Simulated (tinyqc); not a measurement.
Trap density and cross-section from triangular pulses.

Inverse problem. In charge pumping, for a flat interface trap density D0 and a symmetric triangular wave, Qcp = -2 q A D0 Vt ln[vth s ni (dV/Va)/(2 f)], with s the geometric mean cross-section. Find D0, the frequency f0 where the line meets zero, and s.

Values chosen for this exercise:
```
symbol,value,unit,meaning
T,300,K,temperature
A,3,um^2,gate area
vth,1.4e7,cm/s,"thermal velocity at 300 K, one nominal value for electrons and holes"
dV,0.53,V,Vth - Vfb
Va,3.5,V,pulse height
```

Constants: q = 1.602176634e-19 C, kB = 1.380649e-23 J/K, Vt = kB T/q. Results are converted to the units shown.

Qcp at f = 50000 and 5e5 Hz (fC): [0.030190575, 0.046213047]
ni = 1.8431788e12 cm^-3

Answer. Qcp is linear in ln f: the slope gives D0 and the zero gives s = 2 f0 Va/(vth ni dV).

D0 = 2.800e10 cm^-2 eV^-1
f0 = 652.7 Hz
s = 3.341e-16 cm^2

Numbers from tinyqc (`OMP_NUM_THREADS=1 python tinyqc.py 2030096 2030097 out.jsonl`; about 0.01 s on one thread of a shared Intel Xeon 2.30GHz).
